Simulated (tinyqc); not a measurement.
What each parameter does: two-band k.p model of the Delta valleys near the X point under shear strain.

Valley pair on the [001] axis, kz counted from the X point, c = hbar^2/2m0, k0 = kx0 2 pi/a. H = (c kz^2/ml + c (kx^2 + ky^2)/mt + c k0^2/ml) 1 + (2 c k0 kz/ml) sigma_z + (D exy - 2 c kx ky/Mp) sigma_x, so E = c kz^2/ml + c (kx^2 + ky^2)/mt + c k0^2/ml -/+ sqrt((2 c k0 kz/ml)^2 + (D exy - 2 c kx ky/Mp)^2). Without strain the lower band has its minima, E = 0, at kz = +/- k0. Shifts from diagonal strain are left out.

For |eta| < 1: k_min = k0 sqrt(1 - eta^2), E_min = -Delta eta^2/2, ml(eta) = ml/(1 - eta^2), 1/m[110] = 1/mt + eta/Mp, 1/m[1-10] = 1/mt - eta/Mp. For |eta| > 1 the minimum sits at X: E_min = -Delta (2 |eta| - 1)/2, ml(eta) = ml/(1 - 1/|eta|), and eta is replaced by its sign in the transverse masses. Here Delta = 2 c k0^2/ml and eta = D exy/Delta.

Constants: hbar^2/2m0 = 3.80998211 eV angstrom^2.

Inputs chosen for the exercise (near those of Si; the results hold for these values, not for the real material):
- a = 5.437 angstrom (lattice constant)
- ml = 0.897 m0 (longitudinal mass)
- mt = 0.192 m0 (transverse mass)
- kx0 = 0.143 2 pi/a (distance of the minimum from X)
- D = 15.3 eV (shear deformation potential)
- Mp = 0.241 m0 (coupling mass)
- exy = 0.011 (shear strain)

Delta = 2 c k0^2/ml, eta = D exy/Delta.

Results for these values:

| case | eta | E_min (meV) | ml(eta) (m0) | m[110] (m0) | m[1-10] (m0) |
|---|---|---|---|---|---|
| base | 0.7255 | -61.05 | 1.8935 | 0.1217 | 0.4549 |

What happens to each result for Mp = 0.25787 m0, all else kept?

Answer: eta does not change at the printed digits; E_min does not change at the printed digits; ml(eta) does not change at the printed digits; m[110] rises from 0.1217 to 0.1247; m[1-10] falls from 0.4549 to 0.4175.

The same for each parameter in turn:

| case | eta | E_min (meV) | ml(eta) (m0) | m[110] (m0) | m[1-10] (m0) |
|---|---|---|---|---|---|
| base | 0.7255 | -61.05 | 1.8935 | 0.1217 | 0.4549 |
| ml = 0.95979 m0 | 0.7762 | -65.32 | 2.4148 | 0.1186 | 0.5032 |
| mt = 0.20544 m0 | 0.7255 | -61.05 | 1.8935 | 0.1269 | 0.5384 |
| kx0 = 0.15301 2 pi/a | 0.6336 | -53.32 | 1.4987 | 0.1276 | 0.3877 |
| D = 16.371 eV | 0.7762 | -69.89 | 2.2569 | 0.1186 | 0.5032 |
| Mp = 0.25787 m0 | 0.7255 | -61.05 | 1.8935 | 0.1247 | 0.4175 |
| exy = 0.01177 | 0.7762 | -69.89 | 2.2569 | 0.1186 | 0.5032 |

tinyqc: `OMP_NUM_THREADS=1 python tinyqc.py 1051073 1051074 out.jsonl`; about 0.01 s, one thread, shared Intel(R) Xeon(R) Processor @ 2.30GHz.
